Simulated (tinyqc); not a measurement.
Landau-Devonshire theory of a uniaxial ferroelectric: one step, computed by the program tinyqc.

G(P) = (alpha/2) P^2 + (beta*/4) P^4 + (gamma/6) P^6 - E P per volume, SI units, one domain, P along the polar axis.

Problem. Spontaneous polarisation, susceptibility, coercive field. Ps^2 = [-beta* + sqrt(beta*^2 - 4 alpha gamma)]/(2 gamma). chi = 1/(eps_0 G''), G'' = alpha + 3 beta* P^2 + 5 gamma P^4 at Ps. Ps, chi and the coercive field are for perfect screening, without a depolarising field. The intrinsic coercive field is |alpha P + beta* P^3 + gamma P^5| at the P_c where G'' = 0. 1 C/m^2 = 100 microcoulomb/cm^2.

Inputs (values chosen for the exercise, for a model ferroelectric): Curie-Weiss temperature T0 = 710 K; gamma = 2.76e+10 J m^9/C^6; temperature T = 673 K.

Sample: free crystal.

alpha = -5.365000e+07 J m/C^2

beta* = 1.13e+09 J m^5/C^4

Constants: eps_0 = 8.8541878128e-12 F/m.

Give: spontaneous polarisation Ps; susceptibility chi; well depth G(Ps); P_c; intrinsic coercive field.

Solution.

spontaneous polarisation Ps = 16.77 microcoulomb/cm^2

susceptibility chi = 747.9

well depth G(Ps) = -0.4287 MJ/m^3

P_c = 10.46 microcoulomb/cm^2

intrinsic coercive field = 3.973 MV/m

P_c/Ps = 0.624, above the 0.577 of a quartic well, as the sixth-order term matters. Real switching runs by domain nucleation at far lower fields.
